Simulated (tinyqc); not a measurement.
Inside a calculation. Method: coupled-perturbed Hartree-Fock on RHF in the sto-6g basis, for BeH2, spin multiplicity 1. One step of it, computed by the program tinyqc.

Task: Integrals over molecular orbitals. (pq|rs) = sum C_ip C_jq C_kr C_ls (ij|kl), one index at a time.

coefficients C:
```
,MO1,MO2,MO3,MO4,MO5,MO6,MO7
1Be 1s,0.994639,-0.211597,0.000000,0.000000,0.000000,-0.208229,0.000000
1Be 2s,0.021466,0.559398,0.000000,0.000000,0.000000,1.195694,0.000000
1Be 2px,0.000000,0.000000,0.000000,0.989844,0.142158,0.000000,0.000000
1Be 2py,0.000000,0.000000,0.499520,0.000000,0.000000,0.000000,1.405631
1Be 2pz,0.000000,0.000000,0.000000,-0.142158,0.989844,0.000000,0.000000
2H 1s,-0.002151,0.397645,0.411258,0.000000,0.000000,-0.798044,-0.991364
3H 1s,-0.002151,0.397645,-0.411258,0.000000,0.000000,-0.798044,0.991364
```

core Hamiltonian H = T + V (hartree), lower triangle:
```
,1Be 1s,1Be 2s,1Be 2px,1Be 2py,1Be 2pz,2H 1s,3H 1s
1Be 1s,-8.716872
1Be 2s,-2.054485,-2.804945
1Be 2px,0.000000,0.000000,-2.288890
1Be 2py,0.000000,0.000000,0.000000,-2.513329
1Be 2pz,0.000000,0.000000,0.000000,0.000000,-2.288890
2H 1s,-0.546140,-1.242580,0.000000,-1.295406,0.000000,-2.194969
3H 1s,-0.546140,-1.242580,0.000000,1.295406,0.000000,-0.120495,-2.194969
```

Two-electron integrals (ij|kl) in chemists' order, unique and non-zero (hartree):
```
i,j,k,l,(ij|kl)
1,1,1,1,2.299996
2,1,1,1,0.361879
2,1,2,1,0.071926
2,2,1,1,0.570332
2,2,2,1,0.139654
2,2,2,2,0.417773
3,1,3,1,0.015252
3,2,3,1,0.022555
3,2,3,2,0.092340
3,3,1,1,0.570332
3,3,2,1,0.139654
3,3,2,2,0.417773
3,3,3,3,0.450117
4,1,4,1,0.015252
4,2,4,1,0.022555
4,2,4,2,0.092340
4,3,4,3,0.024258
4,4,1,1,0.570332
4,4,2,1,0.139654
4,4,2,2,0.417773
4,4,3,3,0.401601
4,4,4,4,0.450117
5,1,5,1,0.015252
5,2,5,1,0.022555
5,2,5,2,0.092340
5,3,5,3,0.024258
5,4,5,4,0.024258
5,5,1,1,0.570332
5,5,2,1,0.139654
5,5,2,2,0.417773
5,5,3,3,0.401601
5,5,4,4,0.401601
5,5,5,5,0.450117
6,1,1,1,0.098209
6,1,2,1,0.018935
6,1,2,2,0.036540
6,1,3,3,0.036239
6,1,4,1,0.001869
6,1,4,2,0.003598
6,1,4,4,0.037140
6,1,5,5,0.036239
6,1,6,1,0.005271
6,2,1,1,0.216943
6,2,2,1,0.053852
6,2,2,2,0.173186
6,2,3,3,0.166881
6,2,4,1,0.007534
6,2,4,2,0.042879
6,2,4,4,0.185795
6,2,5,5,0.166881
6,2,6,1,0.015612
6,2,6,2,0.103607
6,3,3,1,0.005429
6,3,3,2,0.024114
6,3,4,3,0.007615
6,3,6,3,0.010021
6,4,1,1,0.227111
6,4,2,1,0.057136
6,4,2,2,0.192187
6,4,3,3,0.180916
6,4,4,1,0.012262
6,4,4,2,0.067054
6,4,4,4,0.214728
6,4,5,5,0.180916
6,4,6,1,0.017446
6,4,6,2,0.131246
6,4,6,4,0.172446
6,5,5,1,0.005429
6,5,5,2,0.024114
6,5,5,4,0.007615
6,5,6,5,0.010021
6,6,1,1,0.382297
6,6,2,1,0.096884
6,6,2,2,0.346317
6,6,3,3,0.321277
6,6,4,1,0.016607
6,6,4,2,0.118994
6,6,4,4,0.396396
6,6,5,5,0.321277
6,6,6,1,0.029186
6,6,6,2,0.259000
6,6,6,4,0.349309
6,6,6,6,0.774999
7,1,1,1,0.098209
7,1,2,1,0.018935
7,1,2,2,0.036540
7,1,3,3,0.036239
7,1,4,1,-0.001869
7,1,4,2,-0.003598
7,1,4,4,0.037140
7,1,5,5,0.036239
7,1,6,1,0.004775
7,1,6,2,0.012956
7,1,6,4,0.013160
7,1,6,6,0.022891
7,1,7,1,0.005271
7,2,1,1,0.216943
7,2,2,1,0.053852
7,2,2,2,0.173186
7,2,3,3,0.166881
7,2,4,1,-0.007534
7,2,4,2,-0.042879
7,2,4,4,0.185795
7,2,5,5,0.166881
7,2,6,1,0.012956
7,2,6,2,0.055875
7,2,6,4,0.055986
7,2,6,6,0.103667
7,2,7,1,0.015612
7,2,7,2,0.103607
7,3,3,1,0.005429
7,3,3,2,0.024114
7,3,4,3,-0.007615
7,3,6,3,0.004372
7,3,7,3,0.010021
7,4,1,1,-0.227111
7,4,2,1,-0.057136
7,4,2,2,-0.192187
7,4,3,3,-0.180916
7,4,4,1,0.012262
7,4,4,2,0.067054
7,4,4,4,-0.214728
7,4,5,5,-0.180916
7,4,6,1,-0.013160
7,4,6,2,-0.055986
7,4,6,4,-0.053407
7,4,6,6,-0.101639
7,4,7,1,-0.017446
7,4,7,2,-0.131246
7,4,7,4,0.172446
7,5,5,1,0.005429
7,5,5,2,0.024114
7,5,5,4,-0.007615
7,5,6,5,0.004372
7,5,7,5,0.010021
7,6,1,1,0.020331
7,6,2,1,0.004906
7,6,2,2,0.014455
7,6,3,3,0.014180
7,6,4,4,0.015004
7,6,5,5,0.014180
7,6,6,1,0.001293
7,6,6,2,0.006253
7,6,6,4,0.007112
7,6,6,6,0.013165
7,6,7,1,0.001293
7,6,7,2,0.006253
7,6,7,4,-0.007112
7,6,7,6,0.000512
7,7,1,1,0.382297
7,7,2,1,0.096884
7,7,2,2,0.346317
7,7,3,3,0.321277
7,7,4,1,-0.016607
7,7,4,2,-0.118994
7,7,4,4,0.396396
7,7,5,5,0.321277
7,7,6,1,0.022891
7,7,6,2,0.103667
7,7,6,4,0.101639
7,7,6,6,0.192666
7,7,7,1,0.029186
7,7,7,2,0.259000
7,7,7,4,-0.349309
7,7,7,6,0.013165
7,7,7,7,0.774999
```

Give: one-electron integrals over orbitals h = C^T H C; Two-electron integrals over orbitals.

Result:

one-electron integrals over orbitals h = C^T H C (hartree), lower triangle:
```
,1,2,3,4,5,6,7
1,-8.7078
2,0.2203,-2.4357
3,0.0000,0.0000,-2.3933
4,0.0000,0.0000,0.0000,-2.2889
5,0.0000,0.0000,0.0000,0.0000,-2.2889
6,0.2067,-0.1977,0.0000,0.0000,0.0000,-1.9347
7,0.0000,0.0000,-0.2879,0.0000,0.0000,0.0000,-1.8229
```

Two-electron integrals over orbitals (pq|rs), unique and non-zero (hartree):
```
p,q,r,s,(pq|rs)
1,1,1,1,2.2806
2,1,1,1,-0.1959
2,1,2,1,0.0264
2,2,1,1,0.4828
2,2,2,1,-0.0063
2,2,2,2,0.3941
3,1,3,1,0.0059
3,2,3,1,0.0133
3,2,3,2,0.1646
3,3,1,1,0.4513
3,3,2,1,-0.0024
3,3,2,2,0.4075
3,3,3,3,0.4305
4,1,4,1,0.0160
4,2,4,1,0.0150
4,2,4,2,0.0484
4,3,4,3,0.0142
4,4,1,1,0.5701
4,4,2,1,-0.0074
4,4,2,2,0.3656
4,4,3,3,0.3528
4,4,4,4,0.4501
5,1,5,1,0.0160
5,2,5,1,0.0150
5,2,5,2,0.0484
5,3,5,3,0.0142
5,4,5,4,0.0243
5,5,1,1,0.5701
5,5,2,1,-0.0074
5,5,2,2,0.3656
5,5,3,3,0.3528
5,5,4,4,0.4016
5,5,5,5,0.4501
6,1,1,1,-0.1946
6,1,2,1,0.0270
6,1,2,2,-0.0069
6,1,3,3,-0.0037
6,1,4,4,-0.0049
6,1,5,5,-0.0049
6,1,6,1,0.0278
6,2,1,1,0.1228
6,2,2,1,-0.0070
6,2,2,2,-0.0230
6,2,3,3,-0.0458
6,2,4,4,0.0560
6,2,5,5,0.0560
6,2,6,1,-0.0051
6,2,6,2,0.0793
6,3,3,1,-0.0019
6,3,3,2,-0.0938
6,3,6,3,0.0832
6,4,4,1,0.0164
6,4,4,2,0.0473
6,4,6,4,0.0513
6,5,5,1,0.0164
6,5,5,2,0.0473
6,5,6,5,0.0513
6,6,1,1,0.4847
6,6,2,1,-0.0073
6,6,2,2,0.3940
6,6,3,3,0.4046
6,6,4,4,0.3669
6,6,5,5,0.3669
6,6,6,1,-0.0072
6,6,6,2,-0.0314
6,6,6,6,0.4093
7,1,3,1,0.0111
7,1,3,2,0.0198
7,1,6,3,-0.0013
7,1,7,1,0.0213
7,2,3,1,0.0037
7,2,3,2,-0.0444
7,2,6,3,0.0620
7,2,7,1,0.0075
7,2,7,2,0.0577
7,3,1,1,0.1428
7,3,2,1,-0.0046
7,3,2,2,-0.0053
7,3,3,3,-0.0204
7,3,4,4,0.0616
7,3,5,5,0.0616
7,3,6,1,-0.0034
7,3,6,2,0.0748
7,3,6,6,-0.0235
7,3,7,3,0.0838
7,4,4,3,0.0137
7,4,7,4,0.0166
7,5,5,3,0.0137
7,5,7,5,0.0166
7,6,3,1,0.0110
7,6,3,2,0.1430
7,6,6,3,-0.0935
7,6,7,1,0.0167
7,6,7,2,-0.0545
7,6,7,6,0.1399
7,7,1,1,0.5721
7,7,2,1,-0.0082
7,7,2,2,0.4238
7,7,3,3,0.4421
7,7,4,4,0.3887
7,7,5,5,0.3887
7,7,6,1,-0.0085
7,7,6,2,-0.0327
7,7,6,6,0.4327
7,7,7,3,-0.0085
7,7,7,7,0.4832
```
